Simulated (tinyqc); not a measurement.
## Landau coefficients from the transition

Problem. u = a0 (T - T0) P^2 + be P^4 + ga P^6 (P in uC/cm^2, E in kV/cm, u in mJ/cm^3). Above the transition chi = Cw/(T - T0) with Cw = 1/(2 eps0 a0); at TC = T0 + be^2/(4 a0 ga) the polarisation jumps by sqrt(-be/(2 ga)). Find a0, be and ga.

Parameters, values chosen for the exercise:
- T0 = 450 K (Curie-Weiss temperature)

Constants: eps0 = 8.8541878128e-14 F/cm where lengths are in cm. Results are converted to the units shown.

TC = 454.924242 K
jump of P at TC = 28.8675135 uC/cm^2
Curie constant = 5.13367758e5 K

Answer. The Curie constant gives a0. At TC both u = 0 and du/dP = 0, which give ga = al/P^4 and be = -2 al/P^2 with al = a0 (TC - T0).

a0 = 0.0110 kV cm/(uC K)
be = -1.30e-4 kV cm^5/uC^3
ga = 7.80e-8 kV cm^9/uC^5

Program tinyqc, `OMP_NUM_THREADS=1 python tinyqc.py 2860042 2860043 out.jsonl`; Intel Xeon 2.30GHz, shared host, one thread, about 0.01 s.
